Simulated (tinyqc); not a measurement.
Conductivity against temperature: Debye-Callaway model of lattice thermal conductivity. Computed by tinyqc, a small Python program. Command: `OMP_NUM_THREADS=1 python tinyqc.py 3005709 3005710 out.jsonl callaway walk`. One thread of a shared host (Intel(R) Xeon(R) Processor @ 2.30GHz), about 0.01 s of CPU time with the checks.

Three acoustic branches with one velocity v, cut at omega_D = k_B Theta/hbar; x = hbar omega/(k_B T). v and Theta are separate inputs: Theta cuts off the heat-carrying modes, so C need not reach 3 k_B/V. gamma is an effective value that sets the umklapp rate.

Inputs (values chosen for the exercise, for a model crystal):

| quantity | value | unit |
|---|---|---|
| sound velocity v | 3890 | m/s |
| Debye temperature Theta | 353 | K |
| volume per atom V | 32.8 | angstrom^3 |
| mean atomic mass M | 21.2 | u |
| effective Grueneisen parameter gamma | 1.83 | - |
| umklapp exponent divisor b | 2 | - |
| vacancy fraction n_v | 0.00033 | - |
| Casimir length L | 550 | micrometre |

Sample: crystal. Point defects: vacancies. Normal processes: left out.

Constants: k_B = 1.380649e-23 J/K; hbar = 1.054571817e-34 J s; u = 1.6605390666e-27 kg.

Method:
- A vacancy counts as a mass defect Delta M/M = -3 (the missing mass and twice its bonds), so Gamma = 9 n_v. A = V Gamma/(4 pi v^3).
- Rates: point defects A omega^4; umklapp B omega^2 T exp(-Theta/(b T)) with B = hbar gamma^2/(M v^2 Theta). Boundaries: v/L.
- kappa_1 = c int tau_C g dx, g = x^4 e^x/(e^x - 1)^2, c = (k_B/(2 pi^2 v)) (k_B T/hbar)^3, over 0 < x < min(Theta/T, 40), by 96 Gauss-Legendre points in s with x = x_max s^2; tau_C = tau_R, the inverse of the summed rates, and kappa = kappa_1.
- The boundary limit is C v^2/(3 x boundary rate), with C = 3 c int g dx / v^2.

Rayleigh coefficient A = 1.31696e-43 s^3

Kappa (W/(m K)):

| T (K) | all processes | without point defects | boundary limit |
|---|---|---|---|
| 3.5 | 43.127 | 63.535 | 63.535 |
| 7.1 | 146.14 | 530.37 | 530.37 |
| 12 | 251.62 | 2560.4 | 2560.7 |
| 21 | 354.42 | 11186 | 13721 |
| 35 | 378.00 | 4282.6 | 61910 |
| 60 | 206.30 | 699.66 | 2.3091e+05 |
| 110 | 78.872 | 153.76 | 5.2537e+05 |
| 180 | 39.632 | 58.734 | 6.9534e+05 |
| 280 | 22.325 | 28.270 | 7.7358e+05 |
| 460 | 12.121 | 13.838 | 8.1233e+05 |

What does the comparison show, and why?

kappa peaks among these rows at 35 K (T/Theta = 0.099) with 378 W/(m K). The exponent d ln kappa/d ln T is 1.73 at the cold end and -1.23 at the hot end, near the 1/T law of umklapp scattering, which rules there. Point defects cost most at 21 K, a factor 31.6.

Extremes, crossings and ranges named in words are read from the listed rows.
